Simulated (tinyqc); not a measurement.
# Programming of a floating-gate cell by Fowler-Nordheim tunnelling: effects of single changes

Per tunnel area the floating gate has Ctun = 3.9 eps0/tox to the channel (0 V) and Ccg to the control gate, Ct = Ctun/(1 - ag), no other coupling. With the threshold shift U = -Q/Ccg the field is F = ag (Vg - U)/tox, and dU/dt = J/Ccg. Fowler-Nordheim: J = A F^2 exp(-B/F), A = q^2/(16 pi^2 hbar mo phi) (times 1e14 for A/cm^2 with F in V/nm, emitter mass m0), B = (4/3) sqrt(mo/C) phi^1.5, C = hbar^2/(2 m0).

Values chosen for this exercise; oxide values close to those of silicon dioxide:
- phi = 3.15 eV (tunnel barrier)
- mo = 0.49 m0 (tunnelling mass)
- tox = 7 nm (tunnel oxide thickness)
- ag = 0.54 (coupling ratio Ccg/Ct)
- Vt0 = -1.4 V (threshold shift at the start)
- Vg = 12.6 V (control-gate voltage)

Constants: q = 1.602176634e-19 C, hbar = 1.054571817e-34 J s, m0 = 9.1093837015e-31 kg, eps0 = 8.8541878128e-14 F/cm where lengths are in cm, hbar^2/(2 m0) = 0.0380998212 eV nm^2. Results are converted to the units shown.

Each table varies one quantity; the others keep the values above.

## Threshold shift against time

Exact: exp(B/F(t)) = exp(B/F(0)) + K t, K = A B ag/(Ccg tox), and U = Vg - tox F/ag.

Threshold shift against time:
```
t (s),F (V/nm),J (A/cm^2),U (V),dU/dlog10 t (V)
5.6e-6,1.078,0.001996,-1.380,0.04444
2.9e-5,1.073,0.001727,-1.305,0.1992
0.00015,1.052,0.001008,-1.032,0.6013
0.00077,1.008,3.074e-4,-0.4656,0.9411
0.004,0.9540,6.146e-5,0.2336,0.9775
0.021,0.9016,1.079e-5,0.9122,0.9009
0.11,0.8541,1.860e-6,1.528,0.8133
0.55,0.8124,3.368e-7,2.069,0.7366
2.9,0.7733,5.790e-8,2.576,0.6676
15,0.7382,1.020e-8,3.031,0.6085
```

U rises from -1.38 to 3.03 V, while J falls by 5.29 decades, at the end as t^(-1.06). Well past t0 = 1.58e-4 s the stored charge chokes the field and U gains only 0.608 V a decade.

## Effect of the coupling ratio

Same model as above.

After 0.005 s.

Effect of the coupling ratio:
```
ag,F(0) (V/nm),F (V/nm),J (A/cm^2),U (V)
0.42,0.8400,0.8391,1.027e-6,-1.385
0.47,0.9400,0.9190,1.965e-5,-1.088
0.52,1.040,0.9438,4.445e-5,-0.1049
0.57,1.140,0.9497,5.370e-5,0.9370
0.63,1.260,0.9551,6.362e-5,1.988
0.68,1.360,0.9601,7.440e-5,2.717
0.73,1.460,0.9660,8.928e-5,3.337
0.78,1.560,0.9732,1.112e-4,3.866
```

The starting field rises from 0.840 to 1.56 V/nm and U rises from -1.39 to 3.87 V. Between the last two rows 0.01 of coupling is worth 106 mV. In 4 of the 8 rows the starting field exceeds 12 MV/cm, where the oxide would wear out or break down quickly.

## Programming by a staircase of pulses

Same model as above.

Pulse i = 1, 2, ... has the height 11.1 V + (i - 1) 0.2 V and lasts 220 us; each starts from the U that the last one left.

Result of one run:
```
N,last pulse (V),U (V),gain of the last pulse (V),F at its end (V/nm)
11,13.10,-0.09510,0.1872,1.018
```

What becomes of these results when the number of pulses N is changed from 11 to 1, all else the same?

Result of the changed run:
```
N,last pulse (V),U (V),gain of the last pulse (V),F at its end (V/nm)
1,11.10,-1.369,0.03101,0.9619
```

The whole series:
```
N,last pulse (V),U (V),gain of the last pulse (V),F at its end (V/nm)
1,11.10,-1.369,0.03101,0.9619
2,11.30,-1.324,0.04538,0.9738
3,11.50,-1.260,0.06340,0.9844
4,11.70,-1.176,0.08419,0.9933
6,12.10,-0.9428,0.1272,1.006
8,12.50,-0.6361,0.1609,1.013
11,13.10,-0.09510,0.1872,1.018
14,13.70,0.4869,0.1962,1.019
18,14.50,1.281,0.1993,1.020
```

The gain of a pulse rises from 0.0310 to 0.199 V and settles at the step of 0.2 V: the field at the end of a pulse becomes steady, 1.02 V/nm, so U follows the gate one to one whatever it started from. It is within 5 % of the step from pulse 14 on among the rows. For N = 6, 8, 11, 14, 18 the field stays above 10 MV/cm, which wears the oxide.

Range of the model: Programming fields of 10 MV/cm and more wear the oxide; trapping and the channel potential are ignored.

Numbers from tinyqc (`OMP_NUM_THREADS=1 python tinyqc.py 2130041 2130042 out.jsonl`; about 0.01 s on one thread of a shared Intel Xeon 2.30GHz).
